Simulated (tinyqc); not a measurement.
## Thickness from two neighbouring fringes

Inverse problem. At normal incidence a transparent film with an index between those of air and substrate, taken as constant, has reflectance minima at 2 n1 d = (m + 1/2) lam (small phase shifts at the substrate neglected). Find d and the order m of the shorter wavelength.

Parameters, values chosen for the exercise: index of the transparent film n1 = 1.674.

wavelengths of two neighbouring reflectance minima (nm): [435, 531.66667]

Solution. Neighbouring orders differ by one: 2 n1 d (1/lam1 - 1/lam2) = 1.

d = 715 nm
m = 5

Computed by the program tinyqc: `OMP_NUM_THREADS=1 python tinyqc.py 2870174 2870175 out.jsonl`, one thread of a shared Intel Xeon 2.30GHz, about 0.01 s for the whole run.
